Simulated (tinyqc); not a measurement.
Shrinking the mesa: defect, radiative and Auger recombination at equal electron and hole densities (ABC model).

J/(e d) = Ae n + B n^2 + C n^3 with Ae = A + 4 S/w (four side walls, carriers spread evenly), e = 1.602176634e-19 C, lengths in cm; internal efficiency IQE = B n^2/(Ae n + B n^2 + C n^3); all injected carriers recombine in the layer.

Parameters, chosen for this exercise (orders of magnitude like those quoted for GaAs; shifted at random, so the results belong to these values and not to a real crystal): A = 1500000 1/s (defect rate); B = 9.9e-11 cm^3/s (radiative coefficient); C = 1.4e-30 cm^6/s (Auger coefficient); d = 79 nm (active thickness); S2 = 1600 cm/s (recombination velocity of the side walls in this comparison); J = 23 A/cm^2 (current density).

S = S2; w takes the values listed.

Results:
```
w (micrometre)  Ae (1/s)  IQE_max  J at the peak (A/cm^2)  IQE at J
200             1.82e+06    0.969                     168     0.952
100             2.14e+06    0.966                     198     0.945
50              2.78e+06    0.962                     259     0.931
20              4.70e+06    0.951                     442     0.890
10              7.90e+06    0.937                     755     0.826
5               1.43e+07    0.917                1.40e+03     0.712
2               3.35e+07    0.878                3.41e+03     0.462
1               6.55e+07    0.838                7.00e+03     0.241
```

What can be read from this table?

The walls equal the bulk defect rate at w = 4 S/A = 42.7 micrometre. From 200 to 1 micrometre the peak efficiency falls from 0.969 to 0.838 and moves to a current 41.6 times higher; at the fixed J the efficiency goes from 0.952 to 0.241. For large w diffusion to the walls, left out here, would limit the loss.

Computed by tinyqc, a small Python program: `OMP_NUM_THREADS=1 python tinyqc.py 1650045 1650046 out.jsonl` (the numbers bound the seed that draws the inputs); one thread of a shared host (Intel(R) Xeon(R) Processor @ 2.30GHz), about 0.01 s for the whole set of steps.
